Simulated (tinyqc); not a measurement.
## Screening length from the swing

Question. In a simple model of a Schottky-barrier transistor a barrier thinner than d = 4.3 nm is transparent, so the effective barrier is pn - psi (1 - exp(-d/lam)) and the swing beyond flat band is Vt ln 10/(1 - exp(-d/lam)). Find the thermionic swing, lam, and the effective barrier at psi = 0.2 V.

Inputs (values chosen for the exercise):

| symbol | value | unit | meaning |
|---|---|---|---|
| T | 300 | K | temperature |
| pn | 0.19 | eV | barrier for electrons at both contacts |

Constants: q = 1.602176634e-19 C, kB = 1.380649e-23 J/K, Vt = kB T/q. Results are converted to the units shown.

swing in the tunnelling range = 92.897387 mV/decade

Solution. The ratio of the two swings is 1 - exp(-d/lam).

Vt ln 10 = 59.5 mV/decade
lam = 4.20 nm
effective barrier = 0.0618 eV

Program tinyqc, `OMP_NUM_THREADS=1 python tinyqc.py 2390036 2390037 out.jsonl`; Intel Xeon 2.30GHz, shared host, one thread, about 0.2 s.
